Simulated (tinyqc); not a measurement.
Worked calculation: complex band structure along [001] in sp3s* tight binding. Values are carried at full precision from step to step, so a last printed digit may differ when a step is redone from the rounded ones.

For k = (0, 0, kz) the phase sums are g0 = cos(phi) and g3 = i sin(phi), phi = kz a/4, and the s, pz, s* orbitals of anion (a) and cation (c) decouple from px, py. With z = exp(i phi), H(z) = H0 + z T + T^T/z for any complex z. H0 is diagonal (Esa, Epa, Exa, Esc, Epc, Exc). The anion-cation block is B(z) = z U + W/z and the cation-anion block z W^T + U^T/z, where U has Vss/2 (s,s), Vsapc/2 (s,z), -Vscpa/2 (z,s), Vxx/2 (z,z), Vxapc/2 (s*,z), -Vpaxc/2 (z,s*), and W has the same values with the s-z and s*-z signs reversed. |z| = 1 is a band state, |z| < 1 decays along [001] as exp(-kappa d) over a distance d, kappa = -(4/a) ln|z|. No spin-orbit coupling.

Parameters, chosen for this exercise (out of a larger set: near a published set for AlAs, fitted to gaps, whose masses and valley positions are rough (light masses up to twice too heavy); not measured data): p = (-7.456, 0.972, -1.174, 3.551, 7.564, 6.763, -6.643, 1.865, 4.307, 5.081, 5.447, 4.57, 4.987) eV (order Esa, Epa, Esc, Epc, Exa, Exc, Vss, Vxx, Vxy, Vsapc, Vscpa, Vxapc, Vpaxc); dE = 1.59 eV (E - Ev); a = 5.666 angstrom (lattice constant).

## The layer matrices

Parameters in the order Esa, Epa, Esc, Epc, Exa, Exc, Vss, Vxx, Vxy, Vsapc, Vscpa, Vxapc, Vpaxc. Form H0 and T.

diagonal of H0 (eV): sa -7.4560, za 0.9720, s*a 7.5640, sc -1.1740, zc 3.5510, s*c 6.7630

T (eV):
```
          sa      za      s*a       sc      zc      s*c
sa    0.0000  0.0000   0.0000  -3.3215  2.5405   0.0000
za    0.0000  0.0000   0.0000  -2.7235  0.9325  -2.4935
s*a   0.0000  0.0000   0.0000   0.0000  2.2850   0.0000
sc   -3.3215  2.7235   0.0000   0.0000  0.0000   0.0000
zc   -2.5405  0.9325  -2.2850   0.0000  0.0000   0.0000
s*c   0.0000  2.4935   0.0000   0.0000  0.0000   0.0000
```

## Edges at Gamma

At z = 1 the levels follow from the blocks [[Esa, Vss], [Vss, Esc]] and [[Epa, Vxx], [Vxx, Epc]]: Ev is the lower p root, and the direct gap ends at the lower of the upper roots.

Ev = -0.0059 eV
EG (direct gap) = 3.0390 eV

## Complex wave vectors at one energy in the gap

Solve det(H0 - E + z T + T^T/z) = 0 with E = Ev + dE, as the linear problem [[0, 1], [-T^T, E - H0]] x = z [[1, 0], [0, T]] x. Roots come as z, -z, 1/z and conjugates; list those with 0 < |z| < 1 and Re z, Im z >= 0, by falling |z|. Re kz = arg(z)/(pi/2) in units of 2 pi/a, kappa = -(4/a) ln|z|.

Decaying roots:
```
Re z      Im z     |z|  Re kz (2 pi/a)  kappa (1/angstrom)
0.7606  0.0000  0.7606          0.0000              0.1932
0.1845  0.5333  0.5643          0.7879              0.4039
```

The slowest root has kappa = 0.1932 1/angstrom at Re kz = 0.000: a purely imaginary k at Gamma. The probability falls by exp(-2 kappa d), a factor 47.6 over 1 nm.

## The px, py block

For px and py the determinant gives (E - Epa)(E - Epc) = Vxx^2 cos^2(phi) + Vxy^2 sin^2(phi). With phi = i kappa a/4 this is sinh^2(kappa a/4) = ((E - Epa)(E - Epc) - Vxx^2)/(Vxx^2 - Vxy^2), E = Ev + dE. Parameters in the order Esa, Epa, Esc, Epc, Exa, Exc, Vss, Vxx, Vxy, Vsapc, Vscpa, Vxapc, Vpaxc.

sinh^2(kappa a/4) = 0.31065
kappa of the heavy-hole branch = 0.3755 1/angstrom

This branch decays faster than the slowest root of the s-pz block (0.1932), by a factor 1.94 in kappa.

## Checks

- Largest distance of a level of the 6 x 6 block at kz = 0.37 (2 pi/a) from a level of the full matrix, against zero (eV): both 0.000000.

Run: tinyqc, `OMP_NUM_THREADS=1 python tinyqc.py 1450635 1450636 out.jsonl`; Intel(R) Xeon(R) Processor @ 2.30GHz, one thread, shared host; about 0.01 s of CPU time with all checks.
